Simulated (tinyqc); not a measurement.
## Capacitance measurement on a leaky thin oxide: effects of series resistance and leakage: readings against frequency

The device is a capacitance C in parallel with a leakage conductance G, in series with Rs and Ls. An impedance meter reports either a parallel pair (Cp, Gp) from Y = 1/Z = Gp + i w Cp or a series pair (Cs, Rm) from Z = Rm + 1/(i w Cs); w = 2 pi f, dissipation D = Gp/(w |Cp|).

EOT = 3.9 tox/eox; CET = EOT + zc + zp; C = 3.9 eps0 A/CET; G = Jg A/Vs. Z = Rs + i w Ls + 1/(G + i w C); CET read from Cp = 3.9 eps0 A/Cp; errors under 0.001 % are printed as 0.

Parameters, values chosen for the exercise; values of the order met in thin-oxide MOS capacitors: relative permittivity of the gate insulator (close to silicon dioxide) eox = 3.9; insulator thickness tox = 2.9 nm; gate area A = 400 um^2; oxide-equivalent thickness added by the accumulation layer zc = 0.36 nm; oxide-equivalent thickness added by gate depletion zp = 0.21 nm; gate leakage current density, not matched to the thickness Jg = 0.0091 A/cm^2; voltage for an e-fold rise of the leakage Vs = 0.37 V; series resistance Rs = 120 ohm; series inductance Ls = 0 nH.

Constants: eps0 = 8.8541878128e-14 F/cm where lengths are in cm. Results are converted to the units shown.

The same in every row: C (pF) = 3.981.

Result of one run:

| f (Hz) | Cp (pF) | Cs (pF) | D | error of Cp (%) | error of Cs (%) | CET read from Cp (nm) |
|---|---|---|---|---|---|---|
| 3e6 | 3.980 | 3.981 | 0.01031 | -0.0105 | 0 | 3.470 |

What becomes of these results when the measuring frequency f is changed from 3e6 to 3000 Hz, all else the same?

Result of the changed run:

| f (Hz) | Cp (pF) | Cs (pF) | D | error of Cp (%) | error of Cs (%) | CET read from Cp (nm) |
|---|---|---|---|---|---|---|
| 3000 | 3.980 | 10.82 | 1.311 | -2.36e-3 | 172 | 3.470 |

The whole series:

| f (Hz) | Cp (pF) | Cs (pF) | D | error of Cp (%) | error of Cs (%) | CET read from Cp (nm) |
|---|---|---|---|---|---|---|
| 1000 | 3.980 | 65.57 | 3.934 | -2.36e-3 | 1550 | 3.470 |
| 3000 | 3.980 | 10.82 | 1.311 | -2.36e-3 | 172 | 3.470 |
| 10000 | 3.980 | 4.596 | 0.3934 | -2.36e-3 | 15.5 | 3.470 |
| 30000 | 3.980 | 4.049 | 0.1312 | -2.36e-3 | 1.72 | 3.470 |
| 1e5 | 3.980 | 3.987 | 0.03964 | -2.37e-3 | 0.155 | 3.470 |
| 3e5 | 3.980 | 3.981 | 0.01401 | -2.44e-3 | 0.0172 | 3.470 |
| 1e6 | 3.980 | 3.981 | 0.006935 | -3.26e-3 | 1.55e-3 | 3.470 |
| 3e6 | 3.980 | 3.981 | 0.01031 | -0.0105 | 0 | 3.470 |
| 1e7 | 3.977 | 3.981 | 0.03041 | -0.0924 | 0 | 3.473 |
| 3e7 | 3.948 | 3.981 | 0.09017 | -0.806 | 0 | 3.498 |

D goes from 3.93 through a minimum of 0.00693 (at f = 1e6 Hz among the rows listed) to 0.0902; without inductance its minimum lies at f = sqrt(G (1 + G Rs)/Rs)/(2 pi C) = 1.14e6 Hz. The error of Cp goes from -0.00236 to -0.806 % and that of Cs from 1550 to 0 %; at low frequency Cp tends to C/(1 + G Rs)^2 and Cs grows as 1 + (G/(w C))^2. One of the two readings is within 2 % of C for f = 1000, 3000, 10000, 30000, 1e5, 3e5, 1e6, 3e6, 1e7, 3e7 Hz. For f = 1000, 3000 D exceeds 1, where the accuracy of real meters degrades in proportion to sqrt(1 + D^2).

Computed by the program tinyqc: `OMP_NUM_THREADS=1 python tinyqc.py 2022067 2022068 out.jsonl`, one thread of a shared Intel Xeon 2.30GHz, about 0.01 s for the whole run.
